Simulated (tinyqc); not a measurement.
What each value does: bond unit of a tetrahedral oxide and its oxygen vacancy in tight binding.

Two sp3 hybrids h1, h2 at eh = (es + 3 ep)/4 point at one oxygen with orbitals s, px, py, pz; x joins the two cations, z bisects the angle phi, and th = (180 - phi)/2. With u = hbar^2/(m d^2) = 2c/d^2, c = hbar^2/2m0: Vhs = -(1.32 + sqrt3 x 1.42) u/2 and Vhp = (1.42 + sqrt3 x 2.22) u/2. <h|s> = Vhs for both; <h1|px> = Vhp cos(th), <h2|px> = -Vhp cos(th); <h|pz> = Vhp sin(th) for both; py is a lone pair. The unit holds 8 electrons. Coupling between units, which widens the levels into bands, is left out.

Constants: hbar^2/2m0 = 3.80998211 eV angstrom^2.

Values chosen for the exercise (near tabulated values for SiO2; the results hold for these values, not for the real material): es = -14.75 eV (s level of the cation); ep = -7.53 eV (p level of the cation); eos = -34.29 eV (s level of oxygen); eop = -16.67 eV (p level of oxygen); d = 1.59 angstrom (cation-oxygen distance); phi = 137 degrees (bond angle at oxygen); R = 3.27 angstrom (cation-cation distance across the vacancy).

Spacing from the highest filled to the lowest empty level, excess electrons on oxygen (their number less 6), and the vacancy bond level eh - V2 - eop, V2 = 3.22 x 2c/R^2.

One parameter was then changed.

Results before and after:
```
case     spacing (eV)  excess on O  vacancy level (eV)
base          11.1149       0.9768              5.0404
changed       11.2528       0.9662              5.0404
```

Which of these changes was made? (a) ep = -7.03 eV; (b) R = 3.42 angstrom; (c) eos = -32.29 eV; (d) es = -14.25 eV; (e) d = 1.63 angstrom; (f) phi = 129 degrees; (g) eop = -16.17 eV.

Answer: (c) eos = -32.29 eV. Of the candidates, run in turn, only this one gives the changed row.

All candidates:
```
case               spacing (eV)  excess on O  vacancy level (eV)
base                    11.1149       0.9768              5.0404
es = -14.25 eV          11.2179       0.9860              5.1654
ep = -7.03 eV           11.4246       1.0040              5.4154
eos = -32.29 eV         11.2528       0.9662              5.0404
eop = -16.17 eV         10.6733       0.9414              4.5404
d = 1.63 angstrom       10.8167       1.0081              5.0404
phi = 129 degrees       11.5741       0.9400              5.0404
R = 3.42 angstrom       11.1149       0.9768              5.2372
```

tinyqc: `OMP_NUM_THREADS=1 python tinyqc.py 1452423 1452424 out.jsonl`; about 0.01 s, one thread, shared Intel(R) Xeon(R) Processor @ 2.30GHz.
